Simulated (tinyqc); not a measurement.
## Ten-year voltage from two stress tests

Question. Lifetimes follow tau = t0 exp(B/Vd). Ten years are 3.15576e8 s. Find B, t0 and the drain voltage for ten years.

lifetimes at Vd = 4.1 and 4.7 V (s): [2.4e5, 8313.65142]

Answer. ln(tau) is linear in 1/Vd.

B = 108.0 V
t0 = 8.715e-7 s
ten-year voltage = 3.222 V

Computed by the program tinyqc: `OMP_NUM_THREADS=1 python tinyqc.py 2550117 2550118 out.jsonl`, one thread of a shared Intel Xeon 2.30GHz, about 0.01 s for the whole run.
